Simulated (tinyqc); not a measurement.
Electromigration in a confined line: Blech product, Korhonen stress evolution and Black's law. Changing the test temperature T. Computed by tinyqc, a small Python program. Command: `OMP_NUM_THREADS=1 python tinyqc.py 3014680 3014681 out.jsonl emigr sweep`. One thread of a shared host (Intel(R) Xeon(R) Processor @ 2.30GHz), about 0.01 s of CPU time with the checks.

The electron wind pushes atoms from the cathode (x = 0) to the anode (x = L); blocking ends build a back stress (tension positive). The input rho is taken not to change with temperature. d sigma/dt = d/dx [kappa (d sigma/dx + G)], with zero flux at both ends and sigma = sigma_0 at t = 0.

Inputs (values chosen for the exercise, close to those used for ruthenium lines):
```
quantity                      value          unit
resistivity rho                11.3  micro-ohm cm
atomic volume Omega            13.6    angstrom^3
effective charge number Z*      1.1             -
prefactor D0                1.1e-06         m^2/s
activation energy E            1.44            eV
effective modulus B              54           GPa
critical stress sigma_c         650           MPa
initial stress sigma_0          110           MPa
current density j               2.5       MA/cm^2
line length L                    71            um
use temperature T_u             110             C
use current density j_u        0.53       MA/cm^2
current exponent n              1.5             -
```

Start: thermal stress.

Constants: e = 1.602176634e-19 C; k_B = 8.617333262e-05 eV/K; k_B = 1.380649e-23 J/K.

Method:
- G = Z* e rho j/Omega; D = D0 exp(-E/(k_B T)); kappa = D B Omega/(k_B T); drift velocity of an unconfined line v = D Z* e rho j/(k_B T). SI: 1 micro-ohm cm = 1e-8 ohm m, 1 MA/cm^2 = 1e10 A/m^2.
- Temperatures in kelvin are T(C) + 273.15.
- At steady state sigma(x) = sigma_0 + G (L/2 - x). A void forms only if the cathode stress reaches sigma_c, that is if j L exceeds (j L)_c = 2 Omega (sigma_c - sigma_0)/(Z* e rho). Time scale tau = L^2/kappa.
- Median life t50 = A j^(-n) exp(E/(k_B T)); acceleration factor = t50(use)/t50(test) = (j/j_u)^n exp[(E/k_B)(1/T_u - 1/T)].

One run for each value:
```
test temperature T (C)     tau (h)  drift velocity (nm/h)  acceleration factor  critical product (j L)_c (A/cm)
150                     1.4324e+09             2.3858e-06           6.3238e+02                           7375.3
175                     1.6759e+08             2.0391e-05           5.7244e+03                           7375.3
200                     2.4671e+07             1.3852e-04           4.1055e+04                           7375.3
225                     4.4136e+06             7.7430e-04           2.4162e+05                           7375.3
250                     9.3298e+05             3.6630e-03           1.2004e+06                           7375.3
275                     2.2775e+05             1.5005e-02           5.1523e+06                           7375.3
300                     6.2999e+04             5.4246e-02           1.9476e+07                           7375.3
325                     1.9438e+04             1.7581e-01           6.5874e+07                           7375.3
350                     6.6022e+03             5.1763e-01           2.0206e+08                           7375.3
```

Over the rows, tau (h) falls from 1.43e9 to 6600; drift velocity (nm/h) rises from 2.39e-6 to 0.518. With rho, Z* and sigma_c held fixed the critical product does not depend on temperature; only the clock does.

Caution (all rows): j_u L lies below the critical product, so the acceleration factor is formal: at use the line would not void. Caution (rows 250, 275, 300, 325, 350): an acceleration factor above a million assumes one mechanism over a range that no test covers.
